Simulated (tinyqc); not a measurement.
Full result against the linear law: strain, valley repopulation and piezoresistance in a many-valley conduction band. Computed by tinyqc, a small Python program. Command: `OMP_NUM_THREADS=1 python tinyqc.py 3030255 3030256 out.jsonl valleys walk`. One thread of a shared host (Intel(R) Xeon(R) Processor @ 2.30GHz), about 0.03 s of CPU time with the checks.

Valleys are ellipsoids with mass m_l along the axis a and m_t across it, parabolic, with one constant relaxation time; strain shifts the valleys and leaves the masses alone. Currents are taken along [110], along the load, and along [001], across the load.

Inputs (values chosen for the exercise, modelled on silicon):
```
quantity                               value    unit
longitudinal mass m_l                  0.931     m_0
transverse mass m_t                    0.191     m_0
shear deformation potential Xi_u        8.99      eV
dilation deformation potential Xi_d      1.1      eV
C11                                      165     GPa
C12                                     64.2     GPa
C44                                       79     GPa
electron density n                   4.7e+15  1/cm^3
relaxation time tau                      100      fs
temperature T                            350       K
```

Valley axes: <100> (6 valleys in 3 pairs). Load: uniaxial [110].

Constants: k_B = 8.617333262e-05 eV/K; m_0 = 9.1093837015e-31 kg; k_B = 1.380649e-23 J/K; hbar = 1.054571817e-34 J s; e = 1.602176634e-19 C.

Method:
- Each of the 6 valleys holds n_v = N_v (2/sqrt(pi)) F_1/2((E_F - dE_v)/(k_B T)), N_v = 2 (m_d k_B T/(2 pi hbar^2))^(3/2), m_d = (m_l m_t^2)^(1/3); E_F solves sum n_v = n and is counted from the unstrained edge.
- F_j(eta) = int_0^infinity x^j/(1 + exp(x - eta)) dx, without a gamma-function factor. It is evaluated after integrating by parts.
- Integrals over x = E/(k_B T) use 160 Gauss-Legendre points in u = sqrt(x) from 0 to sqrt(max(eta, 0) + 32).
- With eta_0 the reduced Fermi level without strain, r = F_-1/2(eta_0)/(2 F_1/2(eta_0)) (1 for a classical gas) and c = r (Xi_u/k_B T) (m_l - m_t)/(2 m_l + m_t): pi11 = -(2/3) c (S11 - S12), pi12 = -pi11/2, pi44 = 0, with S11 - S12 = 1/(C11 - C12).
- Compliances S11 = (C11 + C12)/((C11 - C12)(C11 + 2 C12)), S12 = -C12/((C11 - C12)(C11 + 2 C12)), S44 = 1/C44; stress sigma_ij = X n_i n_j for the unit vector n of the load; e_xx = S11 sigma_xx + S12 (sigma_yy + sigma_zz), e_xy = S44 sigma_xy/2 (tensor strain).
- Herring-Vogt shift of a valley with unit axis a: dE = Xi_d tr(e) + Xi_u a.e.a.
- Mobility tensor mu = e tau sum_v (n_v/n) [1/m_t + (1/m_l - 1/m_t) a a^T]; unstrained mu_0 = e tau (1/m_l + 2/m_t)/3; resistivity along d from the inverse tensor, rho_d = d.mu^-1.d/(n e), mobility along d = 1/(d.mu^-1.d); gauge pi_d = (rho_d/rho_0 - 1)/X.
- Linear theory: pi_l = (pi11 + pi12 + pi44)/2, pi_t = pi12 along [001].

pi11 = -71.0541 1e-11/Pa

pi12 = 35.5270 1e-11/Pa

pi44 = 0 1e-11/Pa

Resistance changes (%); at 2000 MPa the strain is near or above 1 %, where band warping, left out here, matters:
```
X (MPa)  splitting (meV)  largest share  first direction   linear  second direction   linear
-2000             89.187        0.48734           19.980   35.527            -24.98  -71.054
-1000             44.593        0.44884           14.272   17.764            -19.99  -35.527
-400              17.837        0.39161            6.726    7.105            -11.19  -14.211
-150               6.689        0.35700            2.627    2.665             -4.87   -5.329
-50                2.230        0.34144            0.885    0.888             -1.72   -1.776
50                 2.230        0.34996           -0.891   -0.888              1.83    1.776
150                6.689        0.38429           -2.681   -2.665              5.83    5.329
400               17.837        0.47458           -7.095   -7.105             18.03   14.211
1000              44.593        0.68682          -16.045  -17.764             61.88   35.527
2000              89.187        0.90583          -23.637  -35.527            162.51   71.054
```

What follows from these numbers?

Along the first direction the linear law holds within 10 % for 7 of the 10 stresses, at -400, -150, -50.0, 50.0, 150, 400, 1000 MPa. At the largest compression the full change is +20.0 % against the linear +35.5 %, at the largest tension -23.6 % against -35.5 %: once the splitting is comparable with k_B T (or E_F) the populations no longer follow it linearly, and the change must saturate when the upper valleys are empty.

Extremes, crossings and ranges named in words are read from the listed rows.
